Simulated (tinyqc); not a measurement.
Cyclotron resonance of ellipsoidal valleys, Ge type: one step. Line shape. Three cases, with inputs chosen for the exercise.

Problem. For linear polarisation and one isotropic mass the absorbed power goes as P = [1 + (w^2 + wc^2) tau^2]/([1 + (wc^2 - w^2) tau^2]^2 + 4 w^2 tau^2), w = 2 pi nu. List it for wc/w = 0, 0.5, 0.8, 0.9, 1, 1.1, 1.2, 1.5 and 2, which is B over the resonance field.

Give: w tau; Power.

Case 1.

Values chosen (out of a larger set: near those of Ge; not measured data): nu = 70 GHz (microwave frequency); tau = 28 ps (scattering time).

Solution.

w tau = 12.315

Power:
```
wc/w         P
0.0   0.006550
0.5    0.01431
0.8    0.07177
0.9     0.1996
1.0     0.5008
1.1     0.1994
1.2    0.07144
1.5    0.01338
2.0   0.003641
```

The largest listed value lies at wc/w = 1.0, 76.5 times the zero-field value. With w tau well above 1 the line is sharp, of relative half width about 1/(w tau). The closest two lines of this crystal are 54.1 % apart, so they are resolved.

Case 2.

Values chosen (out of a larger set: near those of Ge; not measured data): nu = 9.4 GHz (microwave frequency); tau = 12 ps (scattering time).

Solution.

w tau = 0.709

Power:
```
wc/w       P
0.0   0.6656
0.5   0.6789
0.8   0.6804
0.9   0.6752
1.0   0.6662
1.1   0.6530
1.2   0.6359
1.5   0.5650
2.0   0.4234
```

The largest listed value lies at wc/w = 0.8, 1.0 times the zero-field value. With w tau below 1 there is no resolved resonance.

Case 3.

Values chosen (out of a larger set: near those of Ge; not measured data): nu = 70 GHz (microwave frequency); tau = 25 ps (scattering time).

Solution.

w tau = 10.996

Power:
```
wc/w         P
0.0   0.008203
0.5    0.01784
0.8    0.08695
0.9     0.2275
1.0     0.5010
1.1     0.2273
1.2    0.08653
1.5    0.01667
2.0   0.004561
```

The largest listed value lies at wc/w = 1.0, 61.1 times the zero-field value. With w tau well above 1 the line is sharp, of relative half width about 1/(w tau). The closest two lines of this crystal are 40.1 % apart, so they are resolved.

Computed by tinyqc, one run a case: `OMP_NUM_THREADS=1 python tinyqc.py N N+1 out.jsonl` with N = 1252675, 1252739, 1280175; one thread of a shared Intel(R) Xeon(R) Processor @ 2.30GHz, about 0.01 s a run at most.
